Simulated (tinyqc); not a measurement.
Worked calculation: LDA (VWN5) atom on a uniform radial grid, spin-unpolarised, for Li. Computed by tinyqc, a small Python program that keeps every step. Settings: Z = 3, points = 192, R = 11.6, functional = lda,vwn, mixing = 0.2, iteration cap = 85. Command: `OMP_NUM_THREADS=1 python tinyqc.py 27734 27735 out.jsonl` (the two numbers bound the seeds that draw the settings). One thread of a shared host (Intel(R) Xeon(R) Processor @ 2.60GHz), about 0.8 s of CPU time with the checks. Later iterations appear only in the table of the cycle.

## Iteration 1

Spherical atom on a uniform radial grid r_j = j h with h = R/(N + 1), h sum u^2 = 1 and integrals as h times sums, u(0) = u(R) = 0 (atomic units):
```
parameter,value
Z,3
points N,192
R,11.600000
h,0.060104
mixing,0.200000
electrons in 1s,2
electrons in 2s,1
```

Three-point differences turn -u''/2 + [l(l+1)/2r^2 - Z/r + V] u = e u into a tridiagonal matrix (diagonal 1/h^2 + potential, off-diagonal -1/2h^2). D = sum f u^2; the Hartree potential y/r solves y'' = -D/r with y(0) = 0, y(R) = N_e; v_xc comes from rho = D/(4 pi r^2); E = sum f e - int D V + int D (V_H/2 + eps_xc); V(new) = V + mixing (V_H + v_xc - V).

eigenvalues (hartree): 1s -4.46401, 2s -1.12272

Every 12th grid point:
```
r,V in,u(1s),u(2s),D,V_H,v_xc
0.72124,0.00000,0.86426,-0.06985,1.49876,3.23577,-0.67020
1.44249,0.00000,0.20091,-0.70682,0.58032,1.90348,-0.32619
2.16373,0.00000,0.03503,-0.69566,0.48639,1.35081,-0.24171
2.88497,0.00000,0.00543,-0.46683,0.21799,1.03334,-0.15969
3.60622,0.00000,0.00079,-0.26257,0.06894,0.83079,-0.09908
4.32746,0.00000,0.00011,-0.13322,0.01775,0.69307,-0.05926
5.04870,0.00000,1.49e-05,-0.06316,0.00399,0.59418,-0.03448
5.76995,0.00000,1.98e-06,-0.02854,0.00081,0.51993,-0.01958
6.49119,0.00000,2.59e-07,-0.01244,0.00015,0.46216,-0.01088
7.21244,0.00000,3.35e-08,-0.00527,2.78e-05,0.41595,-0.00593
7.93368,0.00000,4.28e-09,-0.00219,4.78e-06,0.37813,-0.00318
8.65492,0.00000,5.42e-10,-0.00089,7.91e-07,0.34662,-0.00168
9.37617,0.00000,6.83e-11,-0.00036,1.27e-07,0.31996,-0.00088
10.09741,0.00000,0,-0.00014,1.92e-08,0.29711,-0.00045
10.81865,0.00000,0,-4.81e-05,2.32e-09,0.27730,-0.00021
11.53990,0.00000,0,-3.13e-06,0,0.25997,-3.36e-05
```

total energy = -6.8502454 hartree

## Iteration 2

As before.

eigenvalues (hartree): 1s -3.82726, 2s -0.85544

Every 12th grid point:
```
r,V in,u(1s),u(2s),D,V_H,v_xc
0.72124,0.51311,0.87812,-0.02503,1.54282,3.17451,-0.67628
1.44249,0.31546,0.22489,-0.63349,0.50246,1.87125,-0.31218
2.16373,0.22182,0.04417,-0.69763,0.49059,1.33674,-0.24234
2.88497,0.17473,0.00779,-0.52157,0.27216,1.02884,-0.17067
3.60622,0.14634,0.00129,-0.32724,0.10709,0.82961,-0.11299
4.32746,0.12676,0.00021,-0.18557,0.03444,0.69279,-0.07224
5.04870,0.11194,3.23e-05,-0.09853,0.00971,0.59413,-0.04509
5.76995,0.10007,4.94e-06,-0.04996,0.00250,0.51992,-0.02758
6.49119,0.09026,7.45e-07,-0.02449,0.00060,0.46216,-0.01657
7.21244,0.08200,1.11e-07,-0.01169,0.00014,0.41595,-0.00980
7.93368,0.07499,1.65e-08,-0.00547,2.99e-05,0.37813,-0.00571
8.65492,0.06899,2.42e-09,-0.00251,6.31e-06,0.34662,-0.00329
9.37617,0.06382,3.53e-10,-0.00113,1.28e-06,0.31996,-0.00187
10.09741,0.05933,5.13e-11,-0.00049,2.44e-07,0.29711,-0.00104
10.81865,0.05542,0,-0.00019,3.54e-08,0.27730,-0.00053
11.53990,0.05199,0,-1.28e-05,1.63e-10,0.25997,-0.00009
```

total energy = -6.9993411 hartree

## Iteration 3

As before.

eigenvalues (hartree): 1s -3.34270, 2s -0.65996

Every 12th grid point:
```
r,V in,u(1s),u(2s),D,V_H,v_xc
0.72124,0.91014,0.88780,0.00621,1.57643,3.12104,-0.68085
1.44249,0.56418,0.24536,-0.56544,0.44013,1.84158,-0.29985
2.16373,0.39634,0.05299,-0.68322,0.47241,1.32179,-0.23959
2.88497,0.31142,0.01036,-0.55792,0.31149,1.02314,-0.17773
3.60622,0.26040,0.00192,-0.38271,0.14647,0.82779,-0.12407
4.32746,0.22552,0.00034,-0.23763,0.05647,0.69228,-0.08373
5.04870,0.19936,0.00006,-0.13838,0.01915,0.59399,-0.05528
5.76995,0.17852,1.03e-05,-0.07709,0.00594,0.51989,-0.03588
6.49119,0.16132,1.74e-06,-0.04157,0.00173,0.46215,-0.02294
7.21244,0.14683,2.92e-07,-0.02187,0.00048,0.41595,-0.01448
7.93368,0.13448,4.87e-08,-0.01128,0.00013,0.37813,-0.00902
8.65492,0.12386,8.06e-09,-0.00572,3.27e-05,0.34662,-0.00556
9.37617,0.11467,1.33e-09,-0.00284,8.07e-06,0.31996,-0.00338
10.09741,0.10668,2.18e-10,-0.00135,1.83e-06,0.29711,-0.00200
10.81865,0.09969,3.48e-11,-0.00055,3.05e-07,0.27730,-0.00107
11.53990,0.09357,0,-3.86e-05,1.49e-09,0.25997,-0.00018
```

total energy = -7.0975114 hartree

## Convergence

Stop when input and output potentials agree to 1e-7.

Course of the cycle (hartree):
```
iteration,E,e(1s),e(2s),largest |V(out) - V(in)|
1,-6.8502454,-4.46401,-1.12272,4.26e+00
2,-6.9993411,-3.82726,-0.85544,3.23e+00
3,-7.0975114,-3.34270,-0.65996,2.44e+00
4,-7.1610848,-2.97465,-0.51657,1.84e+00
5,-7.2016616,-2.69563,-0.41105,1.38e+00
6,-7.2272368,-2.48454,-0.33313,1.03e+00
7,-7.2431807,-2.32518,-0.27538,7.65e-01
8,-7.2530263,-2.20513,-0.23245,5.67e-01
9,-7.2590578,-2.11489,-0.20042,4.20e-01
10,-7.2627297,-2.04721,-0.17646,3.11e-01
11,-7.2649552,-1.99655,-0.15848,2.29e-01
...,...,...,...,...
67,-7.2683584,-1.85195,-0.10372,6.90e-07
68,-7.2683584,-1.85195,-0.10372,5.61e-07
69,-7.2683584,-1.85195,-0.10372,4.56e-07
70,-7.2683584,-1.85195,-0.10372,3.70e-07
71,-7.2683584,-1.85195,-0.10372,3.01e-07
72,-7.2683584,-1.85195,-0.10372,2.44e-07
73,-7.2683584,-1.85195,-0.10372,1.98e-07
74,-7.2683584,-1.85195,-0.10372,1.61e-07
75,-7.2683584,-1.85195,-0.10372,1.31e-07
76,-7.2683584,-1.85195,-0.10372,1.06e-07
77,-7.2683584,-1.85195,-0.10372,8.59e-08
```

Converged in 77 iterations. A uniform grid resolves the cusp poorly: for a bare nucleus this grid gives 1s at -4.46401 against -Z^2/2 = -4.5 hartree. Before convergence this energy mixes input and output and is not variational, so it may rise towards its limit.
